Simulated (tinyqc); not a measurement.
Range and order of the fit: effective mass of the split-off band from tabulated energies.

c = hbar^2/2m0. A uniform scatter of up to 0.1 meV has been added to mimic numerical noise.
Constants: hbar^2/2m0 = 3.80998211 eV angstrom^2.

Energies along [111], from the band edge downward:

| k (1/angstrom) | E (meV) |
|---|---|
| 0.000000 | 0.00000 |
| 0.017000 | 4.33310 |
| 0.034000 | 17.44030 |
| 0.051000 | 39.87950 |
| 0.068000 | 72.22450 |
| 0.085000 | 115.58280 |
| 0.102000 | 170.70120 |
| 0.119000 | 238.56210 |
| 0.136000 | 319.77740 |

reference mass (curvature of the model at k = 0.0001 1/angstrom) = 0.255498 m0

Least-squares fits of E = a k^2 (+ b k^4 + d k^6) over points 1 to n, and the line y = c k^2/E against E; errors of m against the reference.

Results:

| n | E at point n (meV) | one term (%) | two terms (%) | three terms (%) | line (%) | rms residual, one term (meV) |
|---|---|---|---|---|---|---|
| 3 | 39.9 | -2.46 | 0.09 | -0.40 | -0.19 | 0.158 |
| 4 | 72.2 | -3.97 | -0.21 | 0.19 | -0.24 | 0.425 |
| 5 | 115.6 | -5.79 | -0.23 | -0.14 | -0.32 | 0.989 |
| 6 | 170.7 | -7.71 | -0.58 | 0.05 | -0.48 | 1.850 |
| 7 | 238.6 | -9.69 | -1.07 | 0.02 | -0.72 | 3.089 |
| 8 | 319.8 | -11.63 | -1.78 | -0.01 | -1.04 | 4.704 |

What does the comparison show?

The error of the parabola goes from -2.46 to -11.63 % as the range widens, and at n = 8 its residual, 4.70 meV, is only 1.5 % of the top energy: a small residual does not vouch for the mass. Over the full range (n = 8) the best form is three terms (0.01 %); the line errs by -0.19 % at n = 3 and -1.04 % at n = 8. Many terms on few points amplify the scatter: three terms err by -0.4 % at n = 3 but by 0.0 % at n = 8.

Run: tinyqc, `OMP_NUM_THREADS=1 python tinyqc.py 1850075 1850076 out.jsonl`; Intel(R) Xeon(R) Processor @ 2.30GHz, one thread, shared host; about 0.01 s of CPU time with all checks.
